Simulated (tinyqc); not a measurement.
## Gain factor and gap resistance from two string resistances

Problem. At small bit-line voltage each of the 64 cells has the resistance 1/(K x) at overdrive x (no mobility reduction) in series with a gap resistance Rg. Find K, Rg and the share of the gaps at the higher overdrive.

resistance of a string of 64 equal cells at overdrives of 3.4 and 7.7 V (kohm): [2919.9638, 2111.3606]

Solution. The resistance per cell is a straight line in 1/x with slope 1/K and intercept Rg.

K = 13.00 uA/V^2
Rg = 23.00 kohm
share of the gaps = 69.72 %

Computed by the program tinyqc: `OMP_NUM_THREADS=1 python tinyqc.py 2142089 2142090 out.jsonl`, one thread of a shared Intel Xeon 2.30GHz, about 0.7 s for the whole run.
